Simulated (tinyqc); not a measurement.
## Thermal resistances of a two-die stack

Problem. Heat leaves through the lower die only, and the system is linear. Find the resistance R1 from the lower die to the coolant, R2 between the dies, and the rise of the upper die when both are powered.

Parameters, values chosen for the exercise:
```
symbol  value  unit                 meaning
P1         11     W  power of the lower die
P2        6.1     W  power of the upper die
```

rises of the lower and upper die with only the lower one powered (K): [9.13, 9.13]
rises of the lower and upper die with only the upper one powered (K): [5.063, 6.527]

Answer. With only the lower die powered no heat crosses R2, so both dies rise by P1 R1; the difference in the second test is P2 R2; rises add.

R1 = 0.8300 K/W
R2 = 0.2400 K/W
rise of the upper die = 15.66 K

tinyqc, about 0.02 s, one thread, Intel Xeon 2.30GHz (shared host): `OMP_NUM_THREADS=1 python tinyqc.py 2162192 2162193 out.jsonl`
